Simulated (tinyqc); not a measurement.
# Atomic layer deposition: Langmuir saturation, growth per cycle and coating of deep features, step by step

A worked calculation. Computed by tinyqc, a small Python program that keeps every step. Command: `OMP_NUM_THREADS=1 python tinyqc.py 3004134 3004135 out.jsonl ald walk`. One thread of a shared host (Intel(R) Xeon(R) Processor @ 2.30GHz), about 0.02 s of CPU time with the checks. Intermediate numbers are printed to about 7 digits and carried at full precision; extremes and crossings named in words are read from the listed rows.

Precursor A sticks only on free sites, so a long enough pulse saturates; co-reactant B then frees the sites again.

Inputs (values chosen for the exercise, modelled on titanium nitride from the chloride and ammonia):
```
quantity,value,unit
precursor mass M,190,u
site density q,1.9,1/nm^2
growth per cycle at saturation G,0.33,angstrom
sticking probability beta on free sites,0.0011,-
precursor pressure p,23,Pa
temperature T,125,C
pulse time t,0.16,s
co-reactant completion per pulse c_B,0.9,-
desorption energy E_d,1.23,eV
purge time t_p,11,s
aspect ratio a,17,-
```

Feature: round hole.

Constants: u = 1.6605390666e-27 kg; k_B = 1.380649e-23 J/K; k_B = 8.617333262e-05 eV/K.

## Flux and saturation time

Wall flux F = p/sqrt(2 pi M k_B T); rate of filling k_a = beta F/q; desorption k_d = 1e13 exp(-E_d/(k_B T)) per second. 1/m^2 = 1e-18/nm^2. Temperatures in kelvin are T(C) + 273.15.

flux F = 220328.9 1/(nm^2 s)

k_a = 127.5589 1/s

k_d = 0.002695715 1/s

time to 99 % without desorption, ln(100)/k_a = 0.03610231 s

## The first four cycles

One cycle from coverage th0: pulse A gives th1 = th_s + (th0 - th_s) exp(-(k_a + k_d) t), th_s = k_a/(k_a + k_d); the purge leaves th2 = th1 exp(-k_d t_p); pulse B converts c_B th2 into film and leaves th3 = (1 - c_B) th2. Growth = G c_B th2. Start from th0 = 0.

Cycles:
```
cycle,th0,th1,th2,th3,growth (angstrom)
1,0.00000000,0.9999789,0.9707620,0.09707620,0.2883163
2,0.09707620,0.9999789,0.9707620,0.09707620,0.2883163
3,0.09707620,0.9999789,0.9707620,0.09707620,0.2883163
4,0.09707620,0.9999789,0.9707620,0.09707620,0.2883163
```

## Steady growth per cycle

The periodic state has th0 = th3: th0 = (1 - c_B) e_p th_s (1 - e_a)/(1 - (1 - c_B) e_p e_a), with e_a = exp(-(k_a + k_d) t), e_p = exp(-k_d t_p). Share of impinging molecules used = q (th1 - th0)/(F t).

coverage after pulse A = 0.9999789

growth per cycle = 0.2883163 angstrom

share of impinging molecules used = 4.866346e-05

The pulse is 20.41 filling times long: saturated. Desorption in the purge removes 2.9 % of the layer: the temperature window closes from above.

## Exposure for a deep feature

Diffusion-limited filling (Gordon) of a round hole of diameter w: a saturation front at depth z needs dz/dt = D_K n/(z (4q/w)), with Knudsen D_K = w c/3 and F = n c/4; including the entrance and floor terms, t = (q/F)(1 + 19a/4 + 3a^2/2). Reaction-limited filling needs ln(100)/k_a at any depth, k_a = beta F/q. Flow is molecular. The front picture holds when the modulus a sqrt(beta) is well above 1. Depth reached by the given pulse: solve the same formula for a. Exposure = p x diffusion-limited time; 1 langmuir = 1.33322e-4 Pa s.

diffusion-limited time = 0.004443243 s

exposure = 766.5245 langmuir

modulus = 0.5638262

aspect ratio reached by the front in time t = 109.6425

Diffusion needs 0.00444 s and reaction 0.0361 s: the surface reaction limits, though depth still lags the mouth. Caution: the modulus is not well above 1 or the Gordon time is under three times ln(100)/k_a, so there is no sharp front: the Gordon time is only a lower bound and the reaction time must be met as well.

## Coverage along the feature as the dose grows

Continuum model with steady gas transport: d2n/dz2 = 3 beta (1 - th) n/d_h^2 (d_h the hydraulic diameter, n = 1 at the mouth, no flux at the floor, 60 cells), d th/dt = beta F n (1 - th)/q; no desorption. Times are multiples of the larger of the Gordon time and ln(100)/k_a.

Coverage:
```
multiple,t (s),top cell,quarter depth,half depth,three quarters,floor cell
0.05,0.00180512,0.205,0.179,0.160,0.149,0.145
0.10,0.00361023,0.368,0.328,0.299,0.281,0.275
0.20,0.00722046,0.600,0.556,0.521,0.499,0.492
0.40,0.01444093,0.841,0.813,0.790,0.775,0.770
0.60,0.02166139,0.936,0.924,0.913,0.905,0.903
0.80,0.02888185,0.975,0.969,0.965,0.961,0.960
1.00,0.03610231,0.990,0.988,0.986,0.984,0.984
1.30,0.04693301,0.997,0.997,0.996,0.996,0.996
```

At a multiple of 0.2 the coverage is 0.60 at the top and 0.49 at the floor. The coverage falls gradually with depth, without a sharp front. In the last row the floor reaches 0.996.

Checks made by the program: periodic state against 400 explicit cycles (relative difference below 1e-10).
